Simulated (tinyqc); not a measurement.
Level against strength of the defect: Koster-Slater impurity in an sp3s* host.

sp3s* tight binding, nearest neighbours only: anion (a) at 0, cation (c) at a/4 (1,1,1), orbitals s, px, py, pz, s* on each; k in units of 2 pi/a. With phases e_j = exp(i (pi/2) k.n_j) for n = (1,1,1), (1,-1,-1), (-1,1,-1), (-1,-1,1): g0 = (e1+e2+e3+e4)/4, g1 = (e1+e2-e3-e4)/4, g2 = (e1-e2+e3-e4)/4, g3 = (e1-e2-e3+e4)/4. The diagonal holds the levels Esa, Epa, Exa (s*) and Esc, Epc, Exc. Anion-cation block: <sa|sc> = Vss g0; <sa|xc> = Vsapc g1; <xa|sc> = -Vscpa g1; <xa|xc> = Vxx g0; <xa|yc> = <ya|xc> = Vxy g3, <xa|zc> = <za|xc> = Vxy g2, <ya|zc> = <za|yc> = Vxy g1; <s*a|xc> = Vxapc g1; <xa|s*c> = -Vpaxc g1; y and z take g2 and g3 in place of g1; s-s* and s*-s* vanish.

A defect on a cation site (c) shifts the s level there by Vs or the three p levels by Vp and leaves the rest. A level in the gap solves 1/Vs = G_s(E) (symmetry A1) or 1/Vp = G_p(E) (T2, threefold), with G(E) = (1/N^3) sum over k and bands of w/(E - e), where w is the weight of the state on the s orbital of that site, or the mean weight on its px, py, pz. Mesh: k = f1 (-1,1,1) + f2 (1,-1,1) + f3 (1,1,-1), f = (j + 1/2)/N, j = 0 to N - 1. Energies from the top of the valence band at Gamma; the s* orbital of the site is left as it is. An infinite shift removes the s or p orbitals, the model of the ideal vacancy: G(E) = 0.

Parameters, chosen for this exercise (out of a larger set: near a published set for Si; not measured data): p = (-4.215, 1.72, -4.215, 1.72, 6.694, 6.694, -8.27, 1.717, 4.589, 5.718, 5.718, 5.368, 5.368) eV (order Esa, Epa, Esc, Epc, Exa, Exc, Vss, Vxx, Vxy, Vsapc, Vscpa, Vxapc, Vpaxc); N = 4 (mesh).

Eg (smallest gap of the host) = 1.17346 eV

A dash: no level in the gap from 0 to Eg. The last row is the ideal vacancy.

Levels (eV above the valence band):

| shift (eV) | A1 | T2 |
|---|---|---|
| -40 | - | 0.659 |
| -20 | - | 0.794 |
| -12 | 0.145 | 0.941 |
| -8 | 0.514 | 1.072 |
| -5 | 0.892 | - |
| -3 | 1.165 | - |
| +3 | - | - |
| +5 | - | - |
| +8 | - | - |
| +12 | - | 0.053 |
| +20 | - | 0.211 |
| +40 | - | 0.356 |
| vacancy | - | 0.509 |

How do the results move, and what explains it?

A1: a level lies in the gap for the attractive shifts -3, -5, -8 and -12 eV, and no repulsive one does; G has no zero in the gap, so there is no vacancy level there and a strong enough shift drives the level out through the far edge. T2: a level lies in the gap for the attractive shifts -8, -12, -20 and -40 eV and for the repulsive +12, +20 and +40 eV; both branches tend to the vacancy level, 0.509 eV, which pins them. A level passes the edges where the shift equals 1/G, a value that is sensitive to the mesh there: on this one 1/G(0) = -14.1 and 1/G(Eg) = -2.9 eV for s, 10.3 and -5.6 eV for p.

(tinyqc, `OMP_NUM_THREADS=1 python tinyqc.py 1450924 1450925 out.jsonl`, Intel(R) Xeon(R) Processor @ 2.30GHz, 1 thread, shared host, about 0.05 s.)
